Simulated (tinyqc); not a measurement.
Comparisons within one model: free-carrier optics of a doped semiconductor (Drude model with one polar phonon). A value that a table varies takes the place of the one given here.

eps(E) = ei [1 - Ep^2/(E^2 + i E Gam)] + (es - ei) wT^2/(wT^2 - E^2 - i E gT), with Ep^2 = 8 pi c (e^2/(4 pi eps0)) N/(m ei), c = hbar^2/2m0, N in 1/angstrom^3 (1e-24 per 1/cm^3); Gam = hbar/tau, tau = mu m m0/e with m0/e = 5.685630e-12 kg/C and mu in m^2/(V s). Energies in meV.

n + i k = sqrt(eps1 + i eps2) with k >= 0; R = ((n - 1)^2 + k^2)/((n + 1)^2 + k^2) at normal incidence from vacuum; alpha = 2 E k/(hbar c), times 1e8 for 1/cm; loss function Im(-1/eps) = eps2/(eps1^2 + eps2^2).

Constants: hbar^2/2m0 = 3.80998211 eV angstrom^2; e^2/(4 pi eps0) = 14.39964547 eV angstrom; hbar = 6.58211957e-16 eV s; hbar c = 1973.269805 eV angstrom.

Values chosen for the exercise (mass and dielectric values near those of GaN; N and mu are free inputs; interband absorption and the rise of the mass with filling are left out; shifted at random, so the results belong to these values and not to a real crystal):
- m = 0.198 m0 (conductivity mass)
- ei = 5.28 (high-frequency dielectric constant)
- wT = 69 meV (TO phonon)
- es = 9.23 (static dielectric constant)
- N = 7.3e+18 1/cm^3 (carrier density)
- mu = 160 cm^2/(V s) (mobility)
- gT = 0.2 meV (phonon damping)
- E = 69.5 meV (photon energy)

## The coupled modes against doping

L-, L+ solve E^4 - (wL^2 + Ep^2) E^2 + Ep^2 wT^2 = 0, wL = wT sqrt(es/ei); damping left out; energies in meV.

Modes:
```
N (1/cm^3)      Ep     L-      L+  Ep sqrt(ei/es)
2.0e+17      16.24  12.20   91.86           12.28
6.0e+17      28.13  20.83   93.17           21.28
2.0e+18      51.36  36.06   98.29           38.85
4.0e+18      72.63  46.95  106.74           54.94
6.0e+18      88.96  52.96  115.89           67.28
1.0e+19     114.84  59.02  134.27           86.86
3.0e+19     198.92  65.76  208.72          150.45
6.0e+19     281.31  67.41  287.95          212.76
2.0e+20     513.60  68.53  517.12          388.45
```

wL = 91.23 meV

At low density L- follows Ep sqrt(ei/es) (12.20 against 12.28), a plasmon screened by the lattice, and L+ starts at wL. At the highest density L- has come within 0.47 meV of wT, since the carriers screen the field that lifts wL, and L+ is within 3.52 meV of Ep. The branches are closest, 59.79 meV, at 4e+18 1/cm^3 of those listed. The mass is held fixed, while in a real band it rises with filling.

## Reflectance across the plasma edge

Spectrum:
```
E (meV)    eps1    eps2      R  alpha (1/cm)
9.8      -26.20  132.43  0.804      8.92e+03
29.4     -13.00   28.73  0.685      1.41e+04
49.1      -0.29   10.13  0.430      1.14e+04
68.7     406.78  140.80  0.827      2.40e+04
83.4      -9.42    2.75  0.848      2.62e+04
98.1      -3.23    1.74  0.665      1.85e+04
107.9     -1.37    1.34  0.473      1.40e+04
122.7      0.35    0.93  0.097      7.04e+03
147.2      1.96    0.55  0.036      2.91e+03
196.2      3.45    0.24  0.091      1.28e+03
294.4      4.47    0.07  0.128           507
490.6      4.99    0.02  0.146           174
```

Ep = 98.1 meV and Gam = 36.5 meV. R is 0.804 at the lowest energy and lowest, 0.036, at 147.2 meV of those listed; without damping and phonon it would vanish at Ep sqrt(ei/(ei - 1)) = 109.0 meV. At the highest energy R is 0.146, against 0.155 for ei alone. Between the last two rows alpha goes as E^-2.09, where the Drude limit far above Ep and Gam is E^-2. Inside the metallic range the phonon cuts a dip in R near L-, below wT = 69 meV, which the rows may miss.

## Free-carrier absorption and index change in the near infrared

At the wavelengths listed E = hc/lambda (hc = 1239.841984 eV nm). Approximate forms: alpha = ei Ep^2 Gam/(E^2 sqrt(ei) hbar c) and dn = -sqrt(ei) Ep^2/(2 E^2). The phonon term is left out here.

Free carriers:
```
lambda (micrometre)  E (meV)  alpha (1/cm)  alpha, approximate       dn  dn, approximate
1.31                   946.4          45.9                45.7  -0.0124          -0.0123
1.55                   799.9          64.4                64.0  -0.0173          -0.0173
2.00                   619.9           108                 107  -0.0289          -0.0288
3.00                   413.3           245                 240  -0.0652          -0.0648
5.00                   248.0           709                 666   -0.183           -0.180
8.00                   155.0      2.05e+03            1.71e+03   -0.483           -0.461
10.60                  117.0      4.40e+03            2.99e+03   -0.872           -0.809
```

At 1.55 micrometre alpha = 64.4 1/cm and dn = -0.0173; a phase shift of pi needs a length lambda/(2 |dn|) = 44.8 micrometre, over which the loss is 1.25 dB. The approximate alpha is within 5 % up to 3 micrometre of the wavelengths listed; it needs photon energies well above both Ep and Gam, which lie at 12.6 and 33.9 micrometre. Interband and intervalley absorption are left out.

## What moves the optical constants

At the energy E. Each row changes one parameter from the base and keeps the others.

Results:
```
case                Ep (meV)  Gam (meV)       R  alpha (1/cm)
base                   98.12      36.54  0.9747      1.15e+05
N = 1.1e+19 1/cm^3    120.45      36.54  0.9744      1.16e+05
m = 0.2376 m0          89.57      30.45  0.9750      1.15e+05
mu = 96 cm^2/(V s)     98.12      60.90  0.9740      1.15e+05
ei = 5.54              95.79      36.54  0.9737      1.11e+05
E = 83.4 meV           98.12      36.54  0.8483      2.62e+04
```

The largest shifts from the base row, up to three for each result and ties (the steps differ in size, so this ranks the rows, not the parameters). Ep (meV): N +22.33, m -8.55, ei -2.33; unchanged at the printed digits by mu and E. Gam (meV): mu +24.36, m -6.09; unchanged at the printed digits by N, ei and E. R: E -0.1264, ei -0.0010, mu -0.0007. alpha (1/cm): E -8.89e+04, ei -3.86e+03, N +937; unchanged at the printed digits by m and mu.

Program tinyqc; command `OMP_NUM_THREADS=1 python tinyqc.py 1682176 1682177 out.jsonl`; about 0.01 s on one thread of a shared Intel(R) Xeon(R) Processor @ 2.30GHz.
